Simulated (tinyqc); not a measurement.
Anneal temperature: kinetics of strain relaxation and threading dislocations in mismatched semiconductor layers. Computed by tinyqc, a small Python program. Command: `OMP_NUM_THREADS=1 python tinyqc.py 3029157 3029158 out.jsonl threading walk`. One thread of a shared host (Intel(R) Xeon(R) Processor @ 2.30GHz), about 0.01 s of CPU time with the checks.

60-degree dislocations on {111} planes of a (001) layer, isotropic elasticity. The Schmid factor is 1/sqrt(6), and a misfit segment relieves strain with b/2.

Inputs (values chosen for the exercise, modelled on Ge on Si):
```
quantity                        value         unit
misfit f                       0.0447            -
shear modulus G                  56.2          GPa
Poisson ratio nu                 0.26            -
Burgers vector b                    4     angstrom
glide activation energy Q        1.57           eV
velocity prefactor v0           32000  m/s per MPa
layer thickness h                  11           nm
anneal temperature T              578            K
anneal time t                    1100            s
initial thread density rho_0   260000       1/cm^2
multiplication constant delta    4000          1/m
```

Sources: multiplication.

Constants: k_B = 8.617333262e-05 eV/K.

Method:
- Excess resolved stress tau = (1/sqrt 6) [2 G (1 + nu)/(1 - nu)] (e - e_eq), e_eq = b (1 - nu/4) [ln(h/b) + 1]/(4 pi (1 + nu) h), the Matthews-Blakeslee strain of an uncapped layer; glide velocity v = v0 tau exp(-Q/(k_B T)), tau in MPa.
- Threads run in two directions, so de/dt = -(b/4) rho v, and they multiply as d rho/dt = delta rho v. With x = e - e_eq, x0 = f - e_eq (fully strained at t = 0) and v = m S x (m the mobility, S x = tau): rho = rho_0 + (4 delta/b)(x0 - x), so dx/dt = -k x (a - x), k = delta m S, a = x0 + b rho_0/(4 delta): a logistic law, x = a/[1 + (a/x0 - 1) exp(k a t)].
- The half time is that at which x = x0/2.

half time = 868.462 s

excess stress tau = 2768.69 MPa

equilibrium strain e_eq = 0.00926397

After the time t:
```
T (K)  first velocity (micrometre/s)  relieved (%)  threads (1/cm^2)  half time (s)
501                       1.4260e-02    1.1877e-02        2.7683e+05     1.1033e+05
518                       4.7035e-02    4.2166e-02        3.1977e+05     3.3450e+04
538                       1.7389e-01    2.1052e-01        5.5840e+05     9.0479e+03
555                       4.9063e-01    1.3893e+00        2.2293e+06     3.2067e+03
574                       1.4543e+00    5.2654e+01        7.4894e+07     1.0818e+03
586                       2.7858e+00    9.9747e+01        1.4165e+08     5.6476e+02
604                       7.0362e+00    1.0000e+02        1.4200e+08     2.2360e+02
633                       2.8022e+01    1.0000e+02        1.4200e+08     5.6145e+01
```

What does the comparison show, and why?

The half time follows exp(Q/(k_B T)), a decade for each 42 K near 574 K. Relief goes from 1.4 % at 555 K to 99.7 % at 586 K: with multiplication the onset is abrupt, after an incubation in which threads breed, and the final density is set by delta, not by rho_0. Caution: at stresses above about 1 GPa the linear velocity law understates glide, as stress lowers the kink barrier. Caution: at such misfit the layer islands and relaxes during the first nanometres, so a uniform strained start is an idealisation. Caution: rows with more than 50 % relieved leave out blocking by crossing misfit lines, which slows real layers.

Extremes, crossings and ranges named in words are read from the listed rows.
